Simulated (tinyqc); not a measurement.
From results back to parameters: interface roughness in a thin film (subband fluctuation and scattering). Three cases, with inputs chosen for the exercise.

Problem. The screened mobility was computed from a hidden rms height D.

Gaussian roughness spectrum S(q) = pi D^2 Lc^2 exp(-q^2 Lc^2/4). Degenerate gas, taken to fill one subband (the second starts to fill once c kF^2/md exceeds E2 - E1, which is not tested here): kF = sqrt(2 pi Ns/gv), q = 2 kF sin(theta/2), 1/tau = (md/(2 pi c hbar)) G^2 times the integral from 0 to pi of S(q)(1 - cos theta)/eps(q)^2 dtheta, eps(q) = 1 + qs/q with screening (qs = gv md q0/(c eps), q0 = e^2/(4 pi eps0), form factors left out, which overstates the screening; other scattering is left out too, so these values lie far above measured mobilities in all but the thinnest films) or 1 without; mobility = tau c2/md with c2 = e/m0 = 1.75882e15 cm^2/(V s^2); 1e12/cm^2 = 1e-4/angstrom^2.

Constants: hbar^2/2m0 = 3.80998211 eV angstrom^2; hbar = 6.58211957e-16 eV s; e^2/(4 pi eps0) = 14.39964547 eV angstrom.

Case 1.

Values chosen (near those of a thin InGaAs channel; the results hold for these values, not for the real material): md = 0.044 m0 (mass in the plane); gv = 1 (valleys); Lc = 42 angstrom (correlation length); Ns = 1.8 x 1e12/cm^2 (sheet density); eps = 10.7 (mean dielectric constant at the channel).

G = |dE1/dt| = 2.0037 meV/angstrom
mobility = 121935 cm^2/(V s)

Case 2.

Values chosen (near those of a thin Ge channel on (111), one valley; the results hold for these values, not for the real material): md = 0.08 m0 (mass in the plane); gv = 1 (valleys); Lc = 28 angstrom (correlation length); Ns = 1.1 x 1e12/cm^2 (sheet density); eps = 12.5 (mean dielectric constant at the channel).

G = |dE1/dt| = 3.8547 meV/angstrom
mobility = 10124.2 cm^2/(V s)

Case 3.

Values chosen (near those of a thin Si channel on (100), two-fold valleys; the results hold for these values, not for the real material): md = 0.189 m0 (mass in the plane); gv = 2 (valleys); Lc = 32 angstrom (correlation length); Ns = 5.1 x 1e12/cm^2 (sheet density); eps = 8.1 (mean dielectric constant at the channel).

G = |dE1/dt| = 4.8354 meV/angstrom
mobility = 16842.4 cm^2/(V s)

Find: mobility for D = 1 angstrom; D.

Solution. The mobility goes as 1/D^2, so D is the square root of the ratio. One value fixes only D^2 times a function of Lc; a second density is needed to part the two.

Case 1.

mobility for D = 1 angstrom = 1.410e+06 cm^2/(V s)
D = 3.40 angstrom

Case 2.

mobility for D = 1 angstrom = 1.386e+05 cm^2/(V s)
D = 3.70 angstrom

Case 3.

mobility for D = 1 angstrom = 1.516e+05 cm^2/(V s)
D = 3.00 angstrom

Computed by tinyqc, one run a case: `OMP_NUM_THREADS=1 python tinyqc.py N N+1 out.jsonl` with N = 1251963, 1252019, 1252069; one thread of a shared Intel(R) Xeon(R) Processor @ 2.30GHz, about 0.01 s a run at most.
